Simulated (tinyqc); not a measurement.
# Thin film between two gates, subbands and threshold shift from confinement: effects of single changes

Undoped body with a flat potential across it, hard walls, transport along x. Three valley pairs (g = 2 each) with the longitudinal mass along x, y or z. Non-parabolicity enters the subband edges through E (1 + al E) = gamma, so E = 2 gamma/(1 + sqrt(1 + 4 al gamma)); motion within a subband is taken as parabolic with the band-edge mass. Energies are counted from the bulk band edge.

Inputs (values chosen for the exercise); masses close to those of silicon: temperature T = 300 K; longitudinal mass ml = 0.907 m0; transverse mass mt = 0.19 m0; non-parabolicity al = 0 1/eV; film thickness (along z) t = 6.5 nm; widening of the box by penetration into the insulator dl = 0.3 nm; gate capacitance per area of interface Cg = 3.8 uF/cm^2.

Constants: q = 1.602176634e-19 C, kB = 1.380649e-23 J/K, hbar = 1.054571817e-34 J s, m0 = 9.1093837015e-31 kg, Vt = kB T/q, hbar^2/(2 m0) = 0.0380998212 eV nm^2. Results are converted to the units shown.

Each table varies one quantity; the others keep the values above.

## Confinement against the film thickness

gamma = C (pi k/(t + dl))^2/mz, C = hbar^2/(2 m0). Each subband has N_k = g sqrt(mx my) m0 kB T/(pi hbar^2); without degeneracy n = exp(EF/Vt) sum N_k exp(-E_k/Vt). Classical value Nc times t, Nc = sum over valleys of 2 g (m m0 kB T/(2 pi hbar^2))^1.5 with m = (mx my mz)^(1/3). Threshold shift dVT = Vt ln(classical value/sum N_k exp(-E_k/Vt)). With degeneracy n = sum N_k F((EF - E_k)/Vt), F(x) = ln(1 + exp(x)); gate: Vg = EF + q n/(Cg P), P = 2 (both faces), summed over the 60 lowest subbands at most, with Vg counted from the value that would put EF at the bulk band edge of an empty body. The last two columns are for Vg = 0.6 V; sensitivity d(dVT)/dt by central differences between 0.99 and 1.01 times the value.

Confinement against the film thickness:

| t (nm) | E_1 (meV) | gap to the next edge (meV) | dVT (mV) | sensitivity (mV/nm) | n/P (cm^-2) | share of the lowest subband (%) |
|---|---|---|---|---|---|---|
| 2 | 78.37 | 235.1 | 85.70 | -55.27 | 9.538e12 | 99.65 |
| 2.7 | 46.07 | 138.2 | 60.90 | -22.18 | 1.046e13 | 85.96 |
| 3.6 | 27.26 | 81.77 | 46.75 | -12.23 | 1.161e13 | 57.56 |
| 4.7 | 16.58 | 49.75 | 34.83 | -9.540 | 1.244e13 | 39.25 |
| 6.3 | 9.518 | 28.55 | 23.00 | -5.390 | 1.305e13 | 27.45 |
| 8.4 | 5.477 | 16.43 | 15.25 | -2.467 | 1.347e13 | 20.23 |
| 11 | 3.247 | 9.740 | 10.76 | -1.213 | 1.380e13 | 15.24 |
| 15 | 1.771 | 5.313 | 7.424 | -0.5734 | 1.411e13 | 10.98 |
| 20 | 1.006 | 3.018 | 5.358 | -0.2977 | 1.437e13 | 8.123 |

As t grows from 2 to 20 nm, E_1 falls from 78.4 to 1.01 meV and dVT falls from 85.7 to 5.36 mV. E_1 goes as t^(-1.77) at the thin end (-2 for a parabolic band without penetration); a thickness error of 0.2 nm moves the threshold by 11 mV in the first row and 0.060 mV in the last. The charge per interface area rises from 9.54e12 to 1.44e13 cm^-2. For t = 2, 2.7 the body is too thin for bulk effective masses to be reliable. In every row the charge in the last two columns would bend the potential across the body noticeably, which is left out.

## Charge and subband filling against gate voltage

Same model as above.

Each subband has N_k = g sqrt(mx my) m0 kB T/(pi hbar^2). Cq = q dn/dEF.

Result of one run:

| Vg (V) | EF - E_1 (eV) | n (cm^-2) | n/P (cm^-2) | share of the lowest subband (%) | Cq/(Cg P) | total C/(Cg P) |
|---|---|---|---|---|---|---|
| 0.86 | 0.05439 | 3.779e13 | 1.889e13 | 24.10 | 17.05 | 0.9446 |

What becomes of these results when the gate voltage Vg is changed from 0.86 to 0.61 V, all else the same?

Result of the changed run:

| Vg (V) | EF - E_1 (eV) | n (cm^-2) | n/P (cm^-2) | share of the lowest subband (%) | Cq/(Cg P) | total C/(Cg P) |
|---|---|---|---|---|---|---|
| 0.61 | 0.03921 | 2.665e13 | 1.333e13 | 26.41 | 13.83 | 0.9326 |

The whole series:

| Vg (V) | EF - E_1 (eV) | n (cm^-2) | n/P (cm^-2) | share of the lowest subband (%) | Cq/(Cg P) | total C/(Cg P) |
|---|---|---|---|---|---|---|
| -0.14 | -0.1497 | 3.276e10 | 1.638e10 | 38.29 | 0.02669 | 0.02600 |
| -0.02 | -0.05501 | 1.236e12 | 6.178e11 | 37.36 | 0.9771 | 0.4942 |
| 0.11 | -0.01396 | 5.455e12 | 2.727e12 | 34.55 | 3.937 | 0.7975 |
| 0.23 | 0.005191 | 1.024e13 | 5.119e12 | 32.01 | 6.774 | 0.8714 |
| 0.36 | 0.01946 | 1.573e13 | 7.864e12 | 29.71 | 9.528 | 0.9050 |
| 0.48 | 0.02978 | 2.093e13 | 1.047e13 | 27.97 | 11.75 | 0.9215 |
| 0.61 | 0.03921 | 2.665e13 | 1.333e13 | 26.41 | 13.83 | 0.9326 |
| 0.73 | 0.04687 | 3.198e13 | 1.599e13 | 25.20 | 15.49 | 0.9394 |
| 0.86 | 0.05439 | 3.779e13 | 1.889e13 | 24.10 | 17.05 | 0.9446 |

EF passes E_1 = 0.00897 eV at Vg = 0.192 V. The share of the lowest subband falls from 38.3 to 24.1 % and the total capacitance rises from 0.0260 to 0.945 of Cg P. In the last row 5.8 % of an added gate voltage goes into raising EF (from the last two rows). For Vg = -0.02, 0.11, 0.23, 0.36, 0.48, 0.61, 0.73, 0.86 the charge would bend the potential across the body noticeably, which is left out.

tinyqc, about 0.08 s, one thread, Intel Xeon 2.30GHz (shared host): `OMP_NUM_THREADS=1 python tinyqc.py 2350088 2350089 out.jsonl`
